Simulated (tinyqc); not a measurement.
## Remanence, coercive field and barrier from the coefficients

Question. u = al P^2 + be P^4 - E P (P in uC/cm^2, E in kV/cm, u in mJ/cm^3). Find Pr, the polarisation Pc at which dE/dP = 0, Ec and the barrier u(0) - u(Pr).

al = -57.157677 kV cm/uC
be = 0.045726141 kV cm^5/uC^3

Solution. Pr^2 = -al/(2 be), Pc^2 = -al/(6 be), Ec = -(4/3) al Pc and the barrier is al^2/(4 be).

Pr = 25.00 uC/cm^2
Pc = 14.43 uC/cm^2
Ec = 1100 kV/cm
barrier = 1.786e4 mJ/cm^3

Computed by the program tinyqc: `OMP_NUM_THREADS=1 python tinyqc.py 2860057 2860058 out.jsonl`, one thread of a shared Intel Xeon 2.30GHz, about 0.08 s for the whole run.
